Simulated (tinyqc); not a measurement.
Starting guesses with plain Roothaan steps: SCF starting guesses in the sto-6g basis, for H2, spin multiplicity 1. Computed by the program tinyqc with PySCF. RHF with one setting changed at a time; a run stops when the energy changes by less than 1e-09 hartree and the error matrix is below 1e-5. Starts: the lowest orbitals of the core Hamiltonian, of the Wolfsberg-Helmholz matrix (K = 1.75), projected atomic densities, random orbitals, and the highest orbitals of the core Hamiltonian (a deliberately bad start).

Geometry (angstrom):
```
atom,x,y,z
H,0.0000,0.0000,0.0000
H,0.0000,0.0000,1.1220
```

lowest restricted solution found by these runs and by PySCF = -1.036855 hartree

Largest element of the error matrix X^T (FDS - SDF) X:
```
iteration,core,Wolfsberg-Helmholz,atomic densities,random,highest core orbitals
1,2.3e-16,2.2e-16,4.1e-16,3.7e-01,1.8e-16
2,2.2e-16,2.3e-16,2.2e-16,2.2e-02,1.5e-15
3,-,-,2.3e-16,2.8e-04,2.3e-16
4,-,-,-,3.5e-06,-
5,-,-,-,4.4e-08,-
```

How each run ends:
```
run,iterations,E (hartree),state
core,2,-1.03686,lowest found
Wolfsberg-Helmholz,2,-1.03686,lowest found
atomic densities,3,-1.03686,lowest found
random,5,-1.03686,lowest found
highest core orbitals,3,-1.03686,lowest found
```

What does the comparison show, and why?

5 of 5 runs reach the lowest restricted solution found, in 2 to 5 iterations (fastest: core, Wolfsberg-Helmholz). The first errors are 2e-16, 2e-16, 4e-16, 4e-01, 2e-16; the deliberately bad start has the smallest one, so a small first error does not mark a good start.
